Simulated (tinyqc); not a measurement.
# Worked calculation: capacitance of parallel on-chip lines from Laplace's equation on a mesh

Computed by the program tinyqc: `OMP_NUM_THREADS=1 python tinyqc.py 2790154 2790155 out.jsonl`, one thread of a shared Intel Xeon 2.30GHz, about 1 s for the whole run. Printed values are rounded.

Cross-section of an endless row of equal lines between two grounded planes; neighbours are driven in antiphase (+1 V and -1 V), so the plane midway between two lines is at 0 V. By symmetry one quarter is solved: x runs from the centre of a line (column 0, mirror) to that midplane (column 4, 0 V), y from the mid-height of the line (row 0, mirror) to the ground plane (row 4, 0 V). The line fills columns 0 to 1 and rows 0 to 2 at 1 V. Cells beside the line (below row 2) have e2, cells above have e1. Each link between nodes has the conductance g = mean permittivity of the two cells beside it (a cell beyond a mirror counts as 0), and the free nodes obey sum g (V_neighbour - V) = 0.

Parameters, values chosen for the exercise: relative permittivity above and below the lines e1 = 4.2; relative permittivity between the lines e2 = 2; over-relaxation factor om = 1.2.

Constants: eps0 = 8.8541878128e-12 F/m. Results are converted to the units shown.

## Link conductances

gx[j, i] joins node (row j, column i) to column i + 1, gy[j, i] to row j + 1.

gx:
```
       col 0  col 1  col 2  col 3
row 0      1      1      1      1
row 1      2      2      2      2
row 2    3.1    3.1    3.1    3.1
row 3    4.2    4.2    4.2    4.2
row 4    2.1    2.1    2.1    2.1
```

gy:
```
       col 0  col 1  col 2  col 3  col 4
row 0      1      2      2      2      1
row 1      1      2      2      2      1
row 2    2.1    4.2    4.2    4.2    2.1
row 3    2.1    4.2    4.2    4.2    2.1
```

## Iteration 1: relaxation sweep

V at the start (V):
```
       col 0  col 1  col 2  col 3  col 4
row 0      1      1      0      0      0
row 1      1      1      0      0      0
row 2      1      1      0      0      0
row 3      0      0      0      0      0
row 4      0      0      0      0      0
```

One sweep visits the free nodes row by row from row 0, left to right, and replaces V by V + om (weighted mean of the neighbours - V), using new values at once.

V after sweep 1 (V):
```
         col 0    col 1    col 2    col 3    col 4
row 0  1.00000  1.00000  0.30000  0.09000  0.00000
row 1  1.00000  1.00000  0.39000  0.14400  0.00000
row 2  1.00000  1.00000  0.37548  0.14052  0.00000
row 3  0.30000  0.39000  0.22965  0.11105  0.00000
row 4  0.00000  0.00000  0.00000  0.00000  0.00000
```

## Iteration 2: relaxation sweep

As before.

V after sweep 2 (V):
```
         col 0    col 1    col 2    col 3    col 4
row 0  1.00000  1.00000  0.50100  0.21870  0.00000
row 1  1.00000  1.00000  0.52815  0.23741  0.00000
row 2  1.00000  1.00000  0.46262  0.20177  0.00000
row 3  0.47400  0.43309  0.25610  0.11515  0.00000
row 4  0.00000  0.00000  0.00000  0.00000  0.00000
```

## Course of the relaxation

Stop when no node changes by 1e-7 V. C = 4 eps0 sum g (difference of V along the link)^2, in aF/um.

Course of the iteration:
```
sweep  C (aF/um)  largest change (V)
1        246.203               0.390
2        225.223               0.201
3        223.482              0.0813
4        223.320              0.0307
5        223.314             7.93e-3
6        223.314             8.99e-4
7        223.314             2.02e-4
8        223.314             4.23e-5
9        223.314             3.04e-6
10       223.314             1.69e-6
11       223.314             1.77e-7
12       223.314             5.86e-8
```

Converged in 12 sweeps. Over the last four sweeps the change shrinks by about 0.19 a sweep. C comes down from above, since the solution minimises the energy.

## Capacitance per length

converged V (V):
```
         col 0    col 1    col 2    col 3    col 4
row 0  1.00000  1.00000  0.61979  0.29109  0.00000
row 1  1.00000  1.00000  0.59403  0.27228  0.00000
row 2  1.00000  1.00000  0.48404  0.20401  0.00000
row 3  0.46536  0.43073  0.25754  0.11539  0.00000
row 4  0.00000  0.00000  0.00000  0.00000  0.00000
```

C = 4 eps0 sum g (difference of V)^2 over all links (twice the energy of the four quarters, line at 1 V). Plate estimate without fringing: eps0 [2 e1 w/hd + 2 e2 t/(s/2)], w = 2 hx, t = 4 hx, s/2 = 3 hx, hd = 2 hx.

C = 223.314 aF/um
plate estimate = 121.598 aF/um

C depends on the shape only, not on the mesh step hx. Meshes 6, 12 and 24 times finer extrapolate (Aitken) to 201.7 aF/um; this mesh is 11 % above that, and the plate estimate is 40 % below it.
